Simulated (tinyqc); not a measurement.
Fermi-Dirac statistics of conduction electrons, step by step. Values are carried at full precision from step to step, so a last printed digit may differ when a step is redone from the rounded ones.

Constants: hbar^2/2m0 = 3.80998211 eV angstrom^2; kB = 8.617333262e-05 eV/K; e^2/(4 pi eps0) = 14.39964547 eV angstrom.

Parameters, chosen for this exercise (near those of Si, lowest valleys alone; shifted at random, so the results belong to these values and not to a real crystal): m = 1.0336 m0 (density-of-states mass of the conduction band); T = 300 K; n = 5e+18 1/cm^3 (electron density); eps = 11.2 (static dielectric constant); alpha = 0.52 1/eV (non-parabolicity).

## Reduced density

N = 2 (m kB T/(4 pi c))^(3/2) with c = hbar^2/2m0, in 1/angstrom^3; times 1e24 for 1/cm^3; u = n/Nc.

kT = 0.025852 eV
Nc = 2.6369e+19 1/cm^3
u = n/Nc = 0.189613

## Reduced Fermi level by five rules

F_j(eta) = (1/Gamma(j + 1)) integral_0^infinity x^j dx/(1 + exp(x - eta)), which tends to exp(eta) for eta << 0.

With u = n/Nc: Boltzmann eta = ln u; Joyce-Dixon eta = ln u + u/sqrt(8) - 4.95009e-3 u^2 + 1.48386e-4 u^3 - 4.42563e-6 u^4; Nilsson eta = ln u/(1 - u^2) + v/(1 + (0.24 + 1.08 v)^-2) with v = (3 sqrt(pi) u/4)^(2/3); fully degenerate limit eta = v; exact: F_1/2(eta) = u.

Find eta = (EF - Ec)/kT by each rule.

eta: Boltzmann -1.663, Joyce-Dixon -1.596, Nilsson -1.601, degenerate 0.399, exact -1.596

Against the exact value the errors are Boltzmann -0.067, Joyce-Dixon 0.000, Nilsson -0.005, degenerate limit +1.995 (in kT).

## Exact eta by Newton steps

Solve ln F_1/2(eta) = ln u from the Boltzmann value; dF_1/2/d eta = F_-1/2, so the step is -ln(F_1/2/u) F_1/2/F_-1/2. Stop below 1e-9.

Newton steps:
```
step        eta     F_1/2    F_-1/2  step taken
1     -1.662768  0.178072  0.167574      0.0667
2     -1.596032  0.189591  0.177740    0.000126
3     -1.595906  0.189613  0.177760    4.59e-10
```

Converged in 3 steps.

## Mean energy, Einstein relation and screening

eta = -1.59591

Mean kinetic energy <E> = (3/2) kT F_3/2/F_1/2; D/mu = (kT/e) F_1/2/F_-1/2; dn/dEF = (Nc/kT) F_-1/2; screening length L = (4 pi (e^2/(4 pi eps0)) (dn/dEF)/eps)^(-1/2), with dn/dEF in 1/(angstrom^3 eV) (1/cm^3 = 1e-24/angstrom^3).

F_-1/2, F_1/2, F_3/2: [0.1778, 0.1896, 0.1959]

<E> = 40.07 meV
D/mu = 27.58 mV
dn/dEF = 1.813e+20 1/(cm^3 eV)
L = 18.48 angstrom

EF lies within 2 kT of the edge. D/mu is 1.067 times kT/e and <E> is 1.033 times (3/2) kT; the Debye formula, with n/kT in place of dn/dEF, would give L = 17.89 angstrom.

## Fermi level in the non-parabolic band

Non-parabolic band E (1 + alpha E) = c k^2/m: n = Nc (2/sqrt(pi)) integral_0^infinity sqrt(x (1 + a x)) (1 + 2 a x) dx/(1 + exp(x - eta)) with a = alpha kT and eta = (EF - Ec)/kT; a = 0 gives n = Nc F_1/2(eta).

Solve for eta at the same n.

a = 0.01344
eta = -1.651
EF - Ec = -42.67 meV

The extra states lower EF by 1.41 meV against the parabolic band.

## Checks

- Non-parabolic integral at a = 0 against F_1/2(2): both 2.823721.
- F_1/2(40) against the Sommerfeld form (4/(3 sqrt(pi))) eta^(3/2) (1 + pi^2/(8 eta^2)): both 190.45.

Run: tinyqc, `OMP_NUM_THREADS=1 python tinyqc.py 1681364 1681365 out.jsonl`; Intel(R) Xeon(R) Processor @ 2.30GHz, one thread, shared host; about 0.01 s of CPU time with all checks.
